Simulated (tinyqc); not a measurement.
# Silicon n-p-n transistor, Gummel numbers and transit times: Cut-off frequency against collector current

One-dimensional n-p-n transistor in the forward active mode at low injection. In the base p(x) = NB exp(-eta x/wb) and ni(x)^2 = ni^2 exp((g0 + g1 x/wb)/Vt); electrons leave the base at vsat; band spikes at the emitter junction and recombination inside the emitter are ignored.

f(x) = p(x) ni^2/ni(x)^2; I(x) = integral from x to wb of f/Dn, plus f(wb)/vsat; base Gummel number GB = I(0); electron density per unit flux n/(J/q) = I/f; base transit time tauB = integral of I/f over the base. ni = sqrt(Nc Nv) exp(-Eg/(2 Vt)), Eg in volts; JC = J0 exp(VBE/Vt), J0 = q ni^2/GB; collector layer one-sided, Wc = sqrt(2 eps0 eps_r (Vbc + VCB)/(q NC)), Vbc = Vt ln(NB exp(-eta) NC/ni^2), Cjc = eps0 eps_r/Wc, tauC = Wc/(2 vsat). Delay 1/(2 pi fT) = tauE + tauB + tauC + tauR with tauE = Vt (Cj + Cjc)/JC and tauR = Rc Cjc. Charge stored in the emitter is left out. The Kirk effect, also left out, sets in near JC = q NC vsat. n(0) = (JC/q) I(0)/f(0).

Inputs (values chosen for the exercise); band and dielectric values close to those of silicon: temperature T = 400 K; band gap Eg = 1.14 eV; relative permittivity eps_r = 11.7; conduction-band density of states at T Nc = 4.28e19 cm^-3; valence-band density of states at T Nv = 4.14e19 cm^-3; saturation velocity vsat = 9.81e6 cm/s; neutral base width wb = 110 nm; base doping at the emitter edge NB = 2.5e17 cm^-3; doping falls as exp(-eta x/wb) eta = 0; gap reduction at the emitter edge of the base g0 = 0 eV; further gap reduction across the base (linear) g1 = 0 eV; electron diffusion coefficient in the base Dn = 5.6 cm^2/s; collector doping NC = 1.5e16 cm^-3; collector-base reverse bias VCB = 1.2 V; emitter junction capacitance Cj = 3.3 fF/um^2; emitter plus collector resistance Rc = 9.1 ohm um^2.

Constants: q = 1.602176634e-19 C, kB = 1.380649e-23 J/K, Vt = kB T/q, eps0 = 8.8541878128e-14 F/cm where lengths are in cm. Results are converted to the units shown.

The same in every row: tauB (ps) = 11.92; tauC (ps) = 2.057; tauR (ps) = 0.002336.

Result of one run:
```
VBE (V)	tauE (ps)	fT (GHz)	JC/(q NC vsat)	n(0)/NB
0.7131	5.330	8.240	0.09756	0.1186
```

Which collector current density JC gave this result: 0.00066, 0.0013, 0.0027, 0.0056 or 0.023 mA/um^2?

JC = 0.023 mA/um^2.

The whole series:
```
JC (mA/um^2)	VBE (V)	tauE (ps)	fT (GHz)	JC/(q NC vsat)	n(0)/NB
0.00032	0.5658	383.1	0.4008	0.001357	0.001651
0.00066	0.5907	185.8	0.7968	0.002799	0.003405
0.0013	0.6141	94.30	1.470	0.005514	0.006706
0.0027	0.6393	45.41	2.680	0.01145	0.01393
0.0056	0.6644	21.89	4.436	0.02375	0.02889
0.011	0.6877	11.15	6.333	0.04666	0.05674
0.023	0.7131	5.330	8.240	0.09756	0.1186
0.048	0.7385	2.554	9.623	0.2036	0.2476
0.097	0.7627	1.264	10.44	0.4114	0.5004
```

fT rises from 0.401 to 10.4 GHz as the charging time falls as 1/JC; its limit for vanishing tauE is 11.4 GHz, of which the largest delay is tauB (85.3 %). tauE equals the other delays together at JC = 0.00877 mA/um^2. For JC = 0.048, 0.097 the electron density at the emitter edge exceeds a fifth of NB, beyond low injection.

Range of the model: Heavy doping makes emitter or base degenerate; gE and g0 are to be read as apparent gap changes that include this.

Numbers from tinyqc (`OMP_NUM_THREADS=1 python tinyqc.py 2320064 2320065 out.jsonl`; about 0.01 s on one thread of a shared Intel Xeon 2.30GHz).
